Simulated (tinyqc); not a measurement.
LDA (VWN5) atom on a uniform radial grid, spin-unpolarised, for Be(2+), step by step. Computed by tinyqc, a small Python program that keeps every step. Settings: Z = 4, points = 256, R = 6.6, functional = lda,vwn, mixing = 1.0, iteration cap = 82. Command: `OMP_NUM_THREADS=1 python tinyqc.py 31203 31204 out.jsonl` (the two numbers bound the seeds that draw the settings). One thread of a shared host (Intel(R) Xeon(R) Processor @ 2.60GHz), about 0.1 s of CPU time with the checks. Later iterations appear only in the table of the cycle.

## Iteration 1

Spherical atom on a uniform radial grid r_j = j h with h = R/(N + 1), h sum u^2 = 1 and integrals as h times sums, u(0) = u(R) = 0 (atomic units):

| parameter | value |
|---|---|
| Z | 4 |
| points N | 256 |
| R | 6.600000 |
| h | 0.025681 |
| mixing | 1.000000 |
| electrons in 1s | 2 |

Three-point differences turn -u''/2 + [l(l+1)/2r^2 - Z/r + V] u = e u into a tridiagonal matrix (diagonal 1/h^2 + potential, off-diagonal -1/2h^2). D = sum f u^2; the Hartree potential y/r solves y'' = -D/r with y(0) = 0, y(R) = N_e; v_xc comes from rho = D/(4 pi r^2); E = sum f e - int D V + int D (V_H/2 + eps_xc); V(new) = V + mixing (V_H + v_xc - V).

eigenvalues (hartree): 1s -7.97901

Every 16th grid point:

| r | V in | u(1s) | D | V_H | v_xc |
|---|---|---|---|---|---|
| 0.41089 | 0.00000 | 1.27105 | 3.23114 | 4.38550 | -1.21659 |
| 0.82179 | 0.00000 | 0.49277 | 0.48565 | 2.41904 | -0.43596 |
| 1.23268 | 0.00000 | 0.14328 | 0.04106 | 1.62197 | -0.16119 |
| 1.64358 | 0.00000 | 0.03703 | 0.00274 | 1.21684 | -0.06049 |
| 2.05447 | 0.00000 | 0.00897 | 0.00016 | 0.97348 | -0.02244 |
| 2.46537 | 0.00000 | 0.00209 | 8.71e-06 | 0.81124 | -0.00810 |
| 2.87626 | 0.00000 | 0.00047 | 4.46e-07 | 0.69535 | -0.00285 |
| 3.28716 | 0.00000 | 0.00010 | 2.19e-08 | 0.60843 | -0.00098 |
| 3.69805 | 0.00000 | 2.28e-05 | 1.04e-09 | 0.54082 | -0.00033 |
| 4.10895 | 0.00000 | 4.91e-06 | 4.82e-11 | 0.48674 | -0.00011 |
| 4.51984 | 0.00000 | 1.05e-06 | 0 | 0.44249 | -3.80e-05 |
| 4.93074 | 0.00000 | 2.21e-07 | 0 | 0.40562 | 0.00000 |
| 5.34163 | 0.00000 | 4.65e-08 | 0 | 0.37442 | 0.00000 |
| 5.75253 | 0.00000 | 9.69e-09 | 0 | 0.34767 | 0.00000 |
| 6.16342 | 0.00000 | 1.95e-09 | 0 | 0.32449 | 0.00000 |
| 6.57432 | 0.00000 | 7.46e-11 | 0 | 0.30421 | 0.00000 |

total energy = -13.2599338 hartree

## Iteration 2

As before.

eigenvalues (hartree): 1s -4.58118

Every 16th grid point:

| r | V in | u(1s) | D | V_H | v_xc |
|---|---|---|---|---|---|
| 0.41089 | 3.16891 | 1.25379 | 3.14398 | 4.19101 | -1.20607 |
| 0.82179 | 1.98308 | 0.61012 | 0.74450 | 2.39941 | -0.49734 |
| 1.23268 | 1.46078 | 0.23408 | 0.10959 | 1.62035 | -0.21649 |
| 1.64358 | 1.15634 | 0.08197 | 0.01344 | 1.21671 | -0.09722 |
| 2.05447 | 0.95104 | 0.02738 | 0.00150 | 0.97347 | -0.04415 |
| 2.46537 | 0.80314 | 0.00889 | 0.00016 | 0.81124 | -0.01996 |
| 2.87626 | 0.69250 | 0.00284 | 1.61e-05 | 0.69535 | -0.00891 |
| 3.28716 | 0.60745 | 0.00089 | 1.59e-06 | 0.60843 | -0.00393 |
| 3.69805 | 0.54049 | 0.00028 | 1.54e-07 | 0.54082 | -0.00172 |
| 4.10895 | 0.48663 | 0.00009 | 1.47e-08 | 0.48674 | -0.00074 |
| 4.51984 | 0.44246 | 2.63e-05 | 1.39e-09 | 0.44249 | -0.00032 |
| 4.93074 | 0.40562 | 8.03e-06 | 1.29e-10 | 0.40562 | -0.00014 |
| 5.34163 | 0.37442 | 2.44e-06 | 1.19e-11 | 0.37442 | -0.00006 |
| 5.75253 | 0.34767 | 7.34e-07 | 0 | 0.34767 | -2.56e-05 |
| 6.16342 | 0.32449 | 2.06e-07 | 0 | 0.32449 | 0.00000 |
| 6.57432 | 0.30421 | 9.35e-09 | 0 | 0.30421 | 0.00000 |

total energy = -13.4015923 hartree

## Convergence

Stop when input and output potentials agree to 1e-7.

Course of the cycle (hartree):

| iteration | E | e(1s) | largest \|V(out) - V(in)\| |
|---|---|---|---|
| 1 | -13.2599338 | -7.97901 | 4.76e+00 |
| 2 | -13.4015923 | -4.58118 | 5.86e-01 |
| 3 | -13.4050157 | -4.82379 | 9.27e-02 |
| 4 | -13.4051052 | -4.78452 | 1.50e-02 |
| 5 | -13.4051075 | -4.79084 | 2.42e-03 |
| 6 | -13.4051075 | -4.78982 | 3.90e-04 |
| 7 | -13.4051075 | -4.78998 | 6.30e-05 |
| 8 | -13.4051075 | -4.78995 | 1.02e-05 |
| 9 | -13.4051075 | -4.78996 | 1.64e-06 |
| 10 | -13.4051075 | -4.78996 | 2.65e-07 |
| 11 | -13.4051075 | -4.78996 | 4.27e-08 |

Converged in 11 iterations. A uniform grid resolves the cusp poorly: for a bare nucleus this grid gives 1s at -7.97901 against -Z^2/2 = -8 hartree. Before convergence this energy mixes input and output and is not variational, so it may rise towards its limit.
